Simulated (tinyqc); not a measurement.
Inside a calculation. Method: Hubbard ring of 5 sites. Computed by tinyqc, a small Python program that keeps every step. Settings: hopping = 1.46, U = 5.9, mixing = 0.5, iteration cap = 65. Command: `OMP_NUM_THREADS=1 python tinyqc.py 31093 31094 out.jsonl` (the two numbers bound the seeds that draw the settings). One thread of a shared host (Intel(R) Xeon(R) Processor @ 2.60GHz), about 0.2 s of CPU time with the checks. Later iterations appear only in the table of the cycle.

## Mean-field iteration 1

one-body matrix (hopping and site energies) (eV):
```
          1         2         3         4         5
1   0.49000  -1.46000   0.00000   0.00000  -1.46000
2  -1.46000   0.12000  -1.46000   0.00000   0.00000
3   0.00000  -1.46000  -0.60000  -1.46000   0.00000
4   0.00000   0.00000  -1.46000  -0.82000  -1.46000
5  -1.46000   0.00000   0.00000  -1.46000  -0.85000
```

U = 5.90000 eV

electrons, up and down: 3  3

mixing = 0.50000

n(up) at the start (a guess, not normalised): 1 0.65000, 2 0.55000, 3 0.65000, 4 0.55000, 5 0.65000

n(down) at the start (a guess): 1 0.55000, 2 0.65000, 3 0.55000, 4 0.65000, 5 0.55000

H(up) = T + U n(down), H(down) = T + U n(up); fill the lowest levels; n(new) = n + mixing (n(out) - n); E = tr T (rho up + rho down) + U sum n_up n_down of the output.

levels, up (eV): 0.10690  1.89897  2.59235  5.20776  5.93902

levels, down (eV): 0.19889  2.19358  2.54363  5.30442  6.09448

energy = -0.87122 eV

n(up) after iteration 1: 1 0.59176, 2 0.52385, 3 0.66365, 4 0.56950, 5 0.67625

n(down) after iteration 1: 1 0.49237, 2 0.63556, 3 0.55940, 4 0.67982, 5 0.60784

## Mean-field iteration 2

As before.

levels, up (eV): 0.20264  2.01012  2.52453  5.34845  5.80677

levels, down (eV): 0.23642  2.16276  2.50913  5.37508  5.90411

energy = -0.93831 eV

n(up) after iteration 2: 1 0.59124, 2 0.50892, 3 0.67315, 4 0.56988, 5 0.66930

n(down) after iteration 2: 1 0.48845, 2 0.63283, 3 0.55957, 4 0.68753, 5 0.61912

## Convergence

Each step fills the lowest levels of T + U n(other spin) and sets n(new) = n + mixing (n(out) - n); stop when output and input agree to 1e-8.

Course of the cycle:
```
iteration      E (eV)  largest |n(out) - n(in)|  mean |n_up - n_down|
1          -0.8712170                  1.16e-01               0.09763
2          -0.9383065                  2.99e-02               0.10442
3          -0.9430854                  1.80e-02               0.11011
4          -0.9472498                  1.55e-02               0.11671
5          -0.9522325                  1.65e-02               0.12735
6          -0.9582542                  1.76e-02               0.14165
7          -0.9655079                  1.89e-02               0.15725
8          -0.9741641                  2.13e-02               0.17416
9          -0.9843451                  2.37e-02               0.19232
10         -0.9960907                  2.61e-02               0.21163
11         -1.0093216                  2.82e-02               0.23189
...               ...                       ...                   ...
55         -1.1508997                  4.85e-04               0.46127
56         -1.1509010                  4.47e-04               0.46121
57         -1.1509022                  4.12e-04               0.46116
58         -1.1509031                  3.80e-04               0.46112
59         -1.1509040                  3.51e-04               0.46107
60         -1.1509047                  3.23e-04               0.46103
61         -1.1509053                  2.98e-04               0.46099
62         -1.1509058                  2.75e-04               0.46095
63         -1.1509062                  2.54e-04               0.46092
64         -1.1509066                  2.35e-04               0.46089
65         -1.1509069                  2.17e-04               0.46086
```

Not converged within 65 iterations: the residual falls steadily but slowly, by a factor of about 0.92 a step. The lowest mean-field energy found from random starts is -1.15091 eV. Reruns (cap 100 unless said): mixing 0.2: not converged; mixing 0.9: not converged; the original settings with a cap of 400: converged in 192 (E = -1.15091).

## Exact diagonalisation (100 states)

Lowest levels of the sector, and the double occupancy of the lowest state.

lowest levels (eV): -2.43295  -0.56180  -0.34310  -0.26808  0.09446  0.11078

double occupancy per site = 0.26868

## The lowest level by Lanczos steps

From a random start vector (not printed): a_j = <q_j|H|q_j>, b_j = norm of the remainder after orthogonalising; the Ritz value is the lowest eigenvalue of the tridiagonal matrix of a and b so far.

Lanczos:
```
j   a_j (eV)  b_j (eV)  lowest Ritz value (eV)
1    5.90439   6.50403               5.9043946
2    7.50736   6.73702               0.1526465
3    9.90350   4.98650              -1.8301122
4    8.56439   4.71016              -2.2664581
5    9.16840   5.43068              -2.3724185
6    8.42267   4.67036              -2.4144373
7    9.93253   5.60761              -2.4265689
8    9.44858   4.78915              -2.4311639
9   10.93225   5.96308              -2.4323043
10   9.69306   5.59422              -2.4327342
```
